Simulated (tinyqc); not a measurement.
Worked calculation: bound state in one dimension: Numerov shooting, finite differences, DVR. Computed by tinyqc, a small Python program that keeps every step. Settings: points = 64. Command: `OMP_NUM_THREADS=1 python tinyqc.py 24973 24974 out.jsonl` (the two numbers bound the seeds that draw the settings). One thread of a shared host (Intel(R) Xeon(R) Processor @ 2.60GHz), about 0.01 s of CPU time with the checks.

## Numerov steps at E = 0.1

One particle of mass 1 in V = 0.89^2 x^2/2 + 0 x^4 (atomic units), psi = 0 at both ends:
```
parameter                 value
left end              -4.500000
right end              4.500000
intervals                    64
h                      0.140625
state sought (nodes)          0
```

k_i = 2 m (E - V_i); (1 + h^2 k_(i+1)/12) y_(i+1) = 2 (1 - 5 h^2 k_i/12) y_i - (1 + h^2 k_(i-1)/12) y_(i-1), from y_0 = 0, y_1 = 0.001.

Points along the way:
```
i           x         V           k         y
0   -4.500000  8.020012  -15.840025  0.000000
1   -4.359375  7.526594  -14.853188  0.001000
2   -4.218750  7.048839  -13.897678  0.002297
3   -4.078125  6.586749  -12.973497  0.004236
4   -3.937500  6.140322  -12.080644  0.007278
5   -3.796875  5.709560  -11.219119  0.012082
21  -1.546875  0.947677   -1.695355  3.493975
22  -1.406250  0.783204   -1.366409  4.328695
23  -1.265625  0.634396   -1.068791  5.279949
24  -1.125000  0.501251   -0.802502  6.342335
25  -0.984375  0.383770   -0.567540  7.504915
26  -0.843750  0.281954   -0.363907  8.751323
```

## Bisection on the node count

With more sign changes than the state has nodes (the last point included) the energy is too high, else too low; the bracket starts as 0.1 to 12.

Trials:
```
trial           E  sign changes  y at the right end   next
1      6.05000000             7           -1.38e-02  lower
2      3.07500000             3           -3.01e-01  lower
3      1.58750000             2            8.69e+01  lower
4      0.84375000             1           -1.48e+03  lower
5      0.47187500             1           -6.73e+02  lower
6      0.28593750             0            9.11e+03  raise
7      0.37890625             0            2.52e+03  raise
8      0.42539063             0            6.08e+02  raise
9      0.44863281             1           -1.01e+02  lower
10     0.43701172             0            2.35e+02  raise
11     0.44282227             0            6.23e+01  raise
12     0.44572754             1           -2.06e+01  lower
13     0.44427490             0            2.06e+01  raise
14     0.44500122             1           -6.34e-02  lower
...           ...           ...                 ...    ...
29     0.44499898             1           -6.11e-08  lower
30     0.44499897             0            3.14e-04  raise
31     0.44499898             0            1.57e-04  raise
```

eigenvalue = 0.44499898 hartree

## The same grid by other methods

Three-point finite differences and the sine-DVR kinetic matrix of Colbert and Miller on the same points.

Lowest levels (hartree):
```
state  finite differences       DVR
0                0.444510  0.445000
1                1.332550  1.335002
2                2.218651  2.225033
```
